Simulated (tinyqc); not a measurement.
Inside a calculation. Model: hydrogen passivation of interface dangling bonds: competing passivation and dissociation with distributed barriers. Computed by tinyqc, a small Python program that keeps every step. Command: `OMP_NUM_THREADS=1 python tinyqc.py 3016907 3016908 out.jsonl passiv walk`. One thread of a shared host (Intel(R) Xeon(R) Processor @ 2.30GHz), about 0.01 s of CPU time with the checks. Intermediate numbers are printed to about 6 digits and carried at full precision; extremes and crossings named in words are read from the listed rows.

P_b + H2 gives P_bH + H at the rate k_f [H2]; P_bH gives P_b + H at the rate k_d. All defects start unpassivated. E_f and E_d are Gaussian and independent.

Inputs (values chosen for the exercise, close to those used for P_b centres at the silicon-oxide interface):
```
quantity                                      value          unit
defect density N0                           1.8e+12        1/cm^2
passivation prefactor k_f0                  2.5e-07        cm^3/s
mean passivation barrier E_f                   1.68            eV
spread sigma_f                                0.071            eV
dissociation prefactor k_d0                 5.8e+12           1/s
mean dissociation barrier E_d                  2.71            eV
spread sigma_d                                0.062            eV
H2 in the oxide per atm, solubility factor  3.3e+17  1/(cm^3 atm)
hydrogen pressure p                             0.1           atm
anneal temperature T                            250             C
anneal time t                                   600             s
oxide thickness                                 4.3            nm
```

Constants: k_B = 8.617333262e-05 eV/K; e = 1.602176634e-19 C; eps_0 = 8.8541878128e-12 F/m.

## Single barriers

[H2] = solubility factor x p; a = k_f0 [H2] exp(-E_f/(k_B T)), d = k_d0 exp(-E_d/(k_B T)). For one pair of barriers the active share is y = [d + a exp(-(a + d) t)]/(a + d). Temperatures in kelvin are T(C) + 273.15.

passivation rate a = 5.39676e-07 1/s

dissociation rate d = 4.53500e-14 1/s

a t = 3.23806e-04

steady active share d/(a + d) = 8.40319e-08

active share, single barriers = 0.999676

The anneal is too short or cold to finish.

## Distributed barriers

Average y over both Gaussians with 40 x 40 Gauss-Hermite points. Active density N0 y; threshold shift if each active defect holds one charge, e N0 y t_ox/(3.9 eps_0).

active share y = 0.998888

active density = 1.79800e+12 1/cm^2

threshold shift = 358.719 mV

The spread changes the remainder by a factor 0.999: sigma_f/(k_B T) = 1.57 and sigma_d/(k_B T) = 1.38.

## Best anneal temperature for this time and pressure

Minimise the averaged y over T between 150 and 900 C: find where ln y is equal at T - 0.05 and T + 0.05 C; T is rounded to 0.1 C.

best temperature = 519.3 C

least active share = 5.83391e-04

Caution: a least active share below 1e-3 is a property of the model; measured passivation levels off well above it. Caution: atomic hydrogen, which both passivates and depassivates, and further passivation during cooling are left out.

## Isochronal anneals

The formulas are those given above.

Active share after the time t:
```
T (C)      a (1/s)      d (1/s)  single barriers  distributed
200    1.05162e-08  7.90211e-17      9.99994e-01  9.99971e-01
250    5.39676e-07  4.53500e-14      9.99676e-01  9.98888e-01
300    1.39318e-05  8.59144e-12      9.91676e-01  9.78187e-01
350    2.13458e-04  7.01576e-10      8.79788e-01  8.01451e-01
400    2.18039e-03  2.97882e-08      2.70303e-01  3.27635e-01
450    1.61508e-02  7.53167e-07      1.08468e-04  3.45386e-02
500    9.23367e-02  1.25399e-05      1.35788e-04  9.63476e-04
600    1.65797e+00  1.32265e-03      7.97112e-04  1.73429e-03
700    1.64445e+01  5.35549e-02      3.24614e-03  6.00105e-03
800    1.06355e+02  1.08792e+00      1.01256e-02  1.64494e-02
```

The distributed share is least at 500 C among these rows, 9.6e-4, and the search puts the optimum at 519.3 C. On the cold side defects with high E_f survive; on the hot side dissociation, with the larger barrier, gains on passivation with an energy E_d - E_f = 1.03 eV. In that row single barriers give 1.4e-4, so the spread raises the floor. Caution: shares below about 1e-3 in these rows are formal; measured passivation levels off well above them.

Checks made by the program: Gauss-Hermite average against a fine uniform grid (relative difference below 1e-10).
